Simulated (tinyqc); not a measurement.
From results back to parameters: band offset of a heterojunction with an interface dipole (two-band chains, self-consistent charge). Three cases, with inputs chosen for the exercise.

Problem. D0 is the offset of the mid-gaps without dipole, chi the charge moved per eV of offset and u the potential step per electron moved. In linear response the valence offset is S D0 - (G2 - G1)/2 with S = 1/(1 + u chi/2). Two interfaces between the same crystals differ in D0 by a known amount, as from a layer of fixed dipoles; their offsets come from hidden S and D0.

Find: S; D0 of the first; u.

Method. S is the change of the offset over the change of D0; then D0 = (offset + (G2 - G1)/2)/S and u = 2 (1/S - 1)/chi.

Case 1.

Values chosen (out of a larger set: gaps near those of GaN and AlN; the chains and D0 are free models, so the offsets are not those of the real pair; not measured data): G1 = 3.44 eV (gap on the left); G2 = 6.11 eV (gap on the right).

chi = 0.08797 1/eV

valence offsets (eV): first -1.47420, second -1.11750

D0(second) - D0(first) = 0.41 eV

Solution.

S = 0.870
D0 of the first = -0.16 eV
u = 3.4 eV

Case 2.

Values chosen (out of a larger set: gaps near those of Si and Ge; the chains and D0 are free models, so the offsets are not those of the real pair; not measured data): G1 = 1.1 eV (gap on the left); G2 = 0.68 eV (gap on the right).

chi = 0.59989 1/eV

valence offsets (eV): first 0.01000, second 0.46200

D0(second) - D0(first) = 1.13 eV

Solution.

S = 0.400
D0 of the first = -0.50 eV
u = 5.0 eV

Case 3.

Values chosen (out of a larger set: gaps near those of InGaAs and InP; the chains and D0 are free models, so the offsets are not those of the real pair; not measured data): G1 = 0.76 eV (gap on the left); G2 = 1.3 eV (gap on the right).

chi = 0.52154 1/eV

valence offsets (eV): first -0.52500, second 0.06375

D0(second) - D0(first) = 1.57 eV

Solution.

S = 0.375
D0 of the first = -0.68 eV
u = 6.4 eV

Computed by tinyqc, one run a case: `OMP_NUM_THREADS=1 python tinyqc.py N N+1 out.jsonl` with N = 1452196, 1452417, 1452514; one thread of a shared Intel(R) Xeon(R) Processor @ 2.30GHz, about 0.5 s a run at most.
